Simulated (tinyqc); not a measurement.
AlGaN/GaN HEMT with access regions, lumped model: one step of the calculation.

A polarisation-induced electron sheet under a Schottky gate, in series with two ungated access regions and contacts. Drift law v = mu E/(1 + mu E/vs) under the gate. Currents in mA/mm, resistances in ohm mm. No self-heating, no channel-length modulation; fits for polarisation, barrier and offset are chosen for the exercise.

Question. On-resistance and breakdown. sigma = (5e13 x + 1.6e13 x^2) cm^-2, phiB = 0.84 + 1.3 x, dEc = 0.7 (1.71 x + x^2) in volts, Cb = eps0 eps_r/d, VT = phiB - dEc - q sigma/Cb, access density n0 = -Cb VT/q. Ron = 2 Rc + Ls/(q mu n0) + Ld/(q mu (1 - ft) n0) + Lg/(mu Cb (Vg - VT)). Off state: a depleted stretch that holds the voltage V has the peak field sqrt(k V), k = 2 q n0/(eps0 eps_r te), so one edge holds V1 = Ec^2/k. The sheet under the plate pinches off at Vf = q n0 (1/Cb + tf/(eps0 ei)); beyond it the gate edge is screened. BV = V1 if Vf >= V1, else Vf + V1, and at most Ec Ld. Specific resistance Ron (Ls + Lg + Ld); figure of merit BV^2 over it.

Values chosen for this exercise; values close to those of AlGaN/GaN structures:
```
symbol  value        unit                                               meaning
x        0.31                                    aluminium share of the barrier
d          12          nm                                     barrier thickness
eps_r     9.3                      relative permittivity of barrier and channel
mu       1100  cm^2/(V s)                                      channel mobility
vs      1.3e7        cm/s                                   saturation velocity
Lg       0.25          um                                           gate length
Ls        0.5          um                                  source access length
Ld         12          um                                   drain access length
Rc       0.36      ohm mm                            resistance of each contact
ft          0              share of the drain-access electrons removed by traps
Vg         -1           V                                          gate voltage
Ec        3.4       MV/cm                                        critical field
te       0.48          um          depth over which the depleted charge spreads
tf        300          nm                       insulator under the field plate
ei        7.5                           relative permittivity of that insulator
```

Constants: q = 1.602176634e-19 C, eps0 = 8.8541878128e-14 F/cm where lengths are in cm. Results are converted to the units shown.

Wanted: Ron; Vf; V1; BV; specific resistance; figure of merit.

Answer.

Ron = 6.091 ohm mm
Vf = 101.5 V
V1 = 104.9 V
BV = 206.5 V
specific resistance = 0.7766 mohm cm^2
figure of merit = 54.89 MW/cm^2

The plate raises BV by a factor of 1.97.

Numbers from tinyqc (`OMP_NUM_THREADS=1 python tinyqc.py 2570089 2570090 out.jsonl`; about 0.02 s on one thread of a shared Intel Xeon 2.30GHz).
